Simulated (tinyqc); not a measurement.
## Reflectance at normal incidence against thickness

Normal incidence on air, film (n1) and substrate (N2 = n2 - i k2): r01 = (1 - n1)/(1 + n1), r12 = (n1 - N2)/(n1 + N2), amplitude (r01 + r12 X)/(1 + r01 r12 X), X = exp(-4 pi i n1 d/lam), R its squared modulus, phase from 0 to 360 degrees.

Values chosen for this exercise:
- lam = 546.1 nm (wavelength)
- n1 = 2.396 (index of the transparent film)
- n2 = 4.086 (index of the substrate)
- k2 = 0.031 (extinction coefficient of the substrate)

Reflectance at normal incidence against thickness:
```
d (nm)	R (%)	phase of the reflected amplitude (degrees)
0	36.82	179.8
14	33.41	166.8
28	23.65	153.9
41	11.27	145.7
55	2.954	171.3
69	8.264	214.0
82	20.45	209.0
96	31.55	196.4
110	36.59	183.4
```

R goes from 36.8 through a minimum of 2.95 (at d = 55 nm among the rows listed) to 36.6 %. At a quarter wave, d = 57.0 nm, R = 2.84 %; for a transparent substrate it would vanish for n1 = sqrt(n2) = 2.02.

tinyqc, about 0.01 s, one thread, Intel Xeon 2.30GHz (shared host): `OMP_NUM_THREADS=1 python tinyqc.py 2870105 2870106 out.jsonl`
